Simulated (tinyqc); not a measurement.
Away from the valley: two-band massive Dirac model of the K valleys.

Basis (conduction, valence): H = [[D/2, a t (tau kx - i ky)], [a t (tau kx + i ky), -D/2 + lam tau sz]], valley tau = +/-1, spin sz = +/-1. The gap of a spin and valley is G = D - lam tau sz. Berry curvature Omega = curl of i<u|grad u>; for the conduction band Omega_c = -tau 2 a^2 t^2 G/(G^2 + 4 a^2 t^2 k^2)^(3/2), and Omega_v = -Omega_c.

Values chosen for the exercise (near those used for monolayer WS2; shifted at random, so the results belong to these values and not to a real crystal):
- a = 3.198 angstrom (lattice constant)
- D = 1.89 eV (gap parameter)
- t = 1.46 eV (effective hopping)
- lam = 0.244 eV (half the valence spin splitting)

Flavour tau = +1, sz = +1. Parabolic transition energy G + 2 a^2 t^2 k^2/G; degree of circular polarisation eta = 2 cos(theta)/(1 + cos^2(theta)). The last column is the Berry flux of the conduction band inside |k|, over 2 pi: -(1 - cos(theta))/2, cos(theta) = G/(transition energy).

Along |k|:
```
|k| (1/angstrom),transition (eV),parabolic (eV),Omega_c (angstrom^2),eta,flux/2 pi
0.000,1.6460,1.6460,-16.093,1.0000,0.0000
0.025,1.6625,1.6626,-15.619,1.0000,-0.0050
0.050,1.7109,1.7122,-14.329,0.9993,-0.0190
0.075,1.7888,1.7950,-12.538,0.9965,-0.0399
0.100,1.8924,1.9109,-10.589,0.9903,-0.0651
0.150,2.1613,2.2420,-7.108,0.9640,-0.1192
0.200,2.4895,2.7056,-4.652,0.9201,-0.1694
0.300,3.2492,4.0300,-2.092,0.8063,-0.2467
```

What does the comparison show?

The curvature halves at |k| = 0.135 1/angstrom, where 2 a t k = 0.766 G. At 0.3 the parabola is 781 meV too high, eta has fallen only to 0.806, and the flux has reached -0.247 of the -1/2 that a whole cone holds. The real bands leave this model beyond about 0.1 to 0.2 1/angstrom, where trigonal warping and other bands enter.

tinyqc: `OMP_NUM_THREADS=1 python tinyqc.py 1450093 1450094 out.jsonl`; about 0.01 s, one thread, shared Intel(R) Xeon(R) Processor @ 2.30GHz.
